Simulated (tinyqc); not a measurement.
Effective charge: two electrons on one impurity (helium-like model).

Units Ha* = 2 Ry m/eps^2 and a* = a0 eps/m. One electron is bound by Z^2/2. Two electrons in the singlet built from exp(-a r) and exp(-b r): S = 8 (ab)^(3/2)/(a + b)^3, h_aa = a^2/2 - Z a, h_bb alike, h_ab = S (ab/2 - Z (a + b)/2), J = ab (a^2 + 3ab + b^2)/(a + b)^3, K = 20 (ab)^3/(a + b)^5, E = (h_aa + h_bb + 2 S h_ab + J + K)/(1 + S^2). For a = b this is a^2 - 2 Z a + 5a/8. Real double donors are deeper, since the central cell is left out.

Inputs chosen for the exercise (out of a larger set: near those of impurities in Si; not measured data): m = 0.316 m0 (one mean mass); eps = 11.5 (dielectric constant); Zs = (0.98, 1.05, 1.11, 1.47, 1.88, 2.85, 3.52) (charges).

Ha* = 65.0193 meV

Binding of the first electron, of the second (-E - Z^2/2) with equal and with unequal orbitals, and U, the first less the second (unequal).

Results (meV):

| Z | first | second, equal | second, unequal | a/b | U | U/(Z Ha*) |
|---|---|---|---|---|---|---|
| 0.98 | 31.2 | -2.25 | 0.46 | 3.92 | 30.8 | 0.483 |
| 1.05 | 35.8 | -0.48 | 2.02 | 3.25 | 33.8 | 0.495 |
| 1.11 | 40.1 | 1.30 | 3.67 | 2.94 | 36.4 | 0.504 |
| 1.47 | 70.3 | 16.86 | 18.87 | 2.19 | 51.4 | 0.538 |
| 1.88 | 114.9 | 44.85 | 46.70 | 1.89 | 68.2 | 0.558 |
| 2.85 | 264.1 | 154.59 | 156.30 | 1.61 | 107.8 | 0.582 |
| 3.52 | 402.8 | 266.11 | 267.78 | 1.52 | 135.0 | 0.590 |

What can be read from this table?

Equal orbitals bind a second electron only above Z = (5/16)/(1 - 1/sqrt2) = 1.067; unequal ones do so in 7 of the 7 rows. Their gain is 2.72 meV in the first row and 1.67 in the last, while the second binding grows to 268 meV, so the gain decides the matter only near Z = 1. U grows almost linearly with Z: U/(Z Ha*) goes from 0.483 to 0.590, towards 5/8, while the first binding grows as Z^2. Angular correlation is left out: at Z = 1 this function binds the second electron by 0.0133 Ha*, half the exact 0.0278.

tinyqc: `OMP_NUM_THREADS=1 python tinyqc.py 1280391 1280392 out.jsonl`; about 0.04 s, one thread, shared Intel(R) Xeon(R) Processor @ 2.30GHz.
